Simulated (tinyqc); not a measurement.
## Phonon and roughness prefactors from two fields

Inverse problem. At 300 K and high field 1/mu = E^(1/3)/Ap + E^gs/As, E in MV/cm. Find Ap and As.

Parameters, values chosen for the exercise:
- gs = 2 (exponent of the roughness term)

mu at E = 0.44 and 1.24 MV/cm (cm^2/(V s)): 542.15887  271.31203

Solution. Two linear equations in 1/Ap and 1/As.

Ap = 453.0 cm^2/(V s)
As = 1170 cm^2/(V s)

Computed by the program tinyqc: `OMP_NUM_THREADS=1 python tinyqc.py 2510155 2510156 out.jsonl`, one thread of a shared Intel Xeon 2.30GHz, about 0.01 s for the whole run.
